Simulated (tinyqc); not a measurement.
Fermi-level pinning at a metal contact (Cowley-Sze model): one step of the calculation.

Interface states of density Ds lie behind a thin layer of thickness dl. Neglecting the depletion charge, the barrier for electrons is phi = S (pM - chi) + (1 - S) E0 with S = 1/(1 + q Ds dl/(eps0 ei)); the barrier for holes is Eg - phi.

Question. Barrier. Also the charge in the states, Ds (phi - E0), and the drop across the layer, pM - chi - phi.

Values chosen for this exercise; material values close to those of 4H silicon carbide:
```
symbol,value,unit,meaning
Eg,3.27,eV,band gap
chi,3.62,eV,electron affinity
Ds,2e13,cm^-2 eV^-1,density of interface states
E0,2.39,eV,depth of their neutrality level below the conduction edge
dl,0.36,nm,thickness of the interface layer
ei,3.4,,its relative permittivity
pM,4.36,eV,metal work function
```

Constants: q = 1.602176634e-19 C, eps0 = 8.8541878128e-14 F/cm where lengths are in cm. Results are converted to the units shown.

Give: S; phi; barrier for holes; charge in the states; drop across the layer.

Answer.

S = 0.72297
phi = 1.1971 eV
barrier for holes = 2.0729 eV
charge in the states = -2.3858e13 cm^-2
drop across the layer = -0.45711 V

tinyqc, about 0.01 s, one thread, Intel Xeon 2.30GHz (shared host): `OMP_NUM_THREADS=1 python tinyqc.py 2430167 2430168 out.jsonl`
